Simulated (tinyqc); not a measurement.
# Modulation-doped quantum well, Poisson-Schroedinger loop with local exchange and correlation: what changes with what

A well of width L centred at z = 0 between barriers Vb; effective-mass electrons in two equivalent valleys, parabolic bands. The electrons come from donor sheets outside the mesh, a share fL of Ns on the left and the rest on the right, so the structure is neutral. Energies are counted from the band edge of the well, with U = 0 on the first node in the Hartree part.

Parameters, values chosen for the exercise; material values those of a made-up well: temperature T = 4.2 K; mass along z in the well mw = 1.11 m0; mass along z in the barriers mb = 1.1 m0; in-plane mass md = 0.182 m0; barrier height Vb = 0.175 eV; relative permittivity (all layers) eps_r = 13.5; well width L = 4.2003 nm; sheet density of electrons Ns = 1.2e12 cm^-2; share of the donors on the left side fL = 1; applied field along z Fz = 53 kV/cm.

Constants: q = 1.602176634e-19 C, kB = 1.380649e-23 J/K, hbar = 1.054571817e-34 J s, m0 = 9.1093837015e-31 kg, Vt = kB T/q, eps0 = 8.8541878128e-14 F/cm where lengths are in cm, hbar^2/(2 m0) = 0.0380998212 eV nm^2. Results are converted to the units shown.

Each table varies one quantity; the others keep the values above.

## Effect of the sheet density of electrons

Schroedinger equation -C d/dz (1/m) dpsi/dz + (V0 + U) psi = E psi, C = hbar^2/(2 m0), on a fine mesh (400 intervals across the well) with hard walls 1.63345 nm outside the well edges (to within half a fine step); the lowest 2 levels are kept. V0 = 0 in the well and Vb outside, plus q Fz z (1 kV/cm = 1e-4 eV/nm). N_k = D Vt ln(1 + exp((EF - E_k)/Vt)), D = 2 md m0 q/(pi hbar^2), sum N_k = Ns; n = sum N_k |psi_k|^2. dU/dz = q (fL Ns - integral of n from the left)/(eps0 eps_r). Added to it: V_xc = -(2 Ry/(pi al rs)) [1 + 0.7734 (rs/21) ln(1 + 21/rs)] (Hedin-Lundqvist), al = (4/(9 pi))^(1/3), rs = (3/(4 pi n))^(1/3)/aB, aB = 4 pi eps0 eps_r hbar^2/(md m0 q^2), Ry = q/(8 pi eps0 eps_r aB) in eV. The loop is converged to 1e-9 eV; shares under 0.001 % are printed as 0.

The same in every row: share of E2 (%) = 0.

Effect of the sheet density of electrons:
```
Ns (cm^-2)	E2 - E1 (meV)	EF - E1 (meV)	centroid (nm)	charge in the barriers (%)	range of U in the well (meV)
5e10	40.2	0.142	-0.259	1.41	5.04
9.4e10	40.4	0.546	-0.273	1.42	6.43
1.7e11	40.7	1.10	-0.297	1.45	8.36
3.3e11	41.1	2.17	-0.343	1.53	12.0
6.1e11	41.7	4.01	-0.418	1.70	18.2
1.1e12	42.6	7.23	-0.535	2.08	29.2
2.1e12	44.8	13.8	-0.726	3.05	49.0
```

What does the table show?

As Ns goes from 5e10 to 2.1e12, E2 - E1 rises from 40.2 to 44.8 meV, EF - E1 rises from 0.142 to 13.8 meV and the share of E2 stays at 0 %. EF stays below E2 throughout. The band bending across the well rises from 5.04 to 49.0 meV, as Ns^(0.61).

## Effect of the barrier height

Same model as above.

The same in every row: EF - E1 (meV) = 7.89; share of E2 (%) = 0.

Effect of the barrier height:
```
Vb (eV)	E2 - E1 (meV)	centroid (nm)	charge in the barriers (%)	range of U in the well (meV)
0.13	40.7	-0.625	3.35	31.2
0.17	42.6	-0.563	2.26	31.3
0.22	44.4	-0.514	1.55	31.4
0.26	45.4	-0.488	1.21	31.4
0.31	46.5	-0.464	0.933	31.4
0.35	47.2	-0.449	0.781	31.4
```

What does the table show?

As Vb goes from 0.13 to 0.35, E2 - E1 rises from 40.7 to 47.2 meV, EF - E1 stays at 7.89 meV and the share of E2 stays at 0 %. EF stays below E2 throughout. The share of charge in the barriers falls from 3.35 to 0.781 %.

Computed by the program tinyqc: `OMP_NUM_THREADS=1 python tinyqc.py 2140008 2140009 out.jsonl`, one thread of a shared Intel Xeon 2.30GHz, about 0.1 s for the whole run.
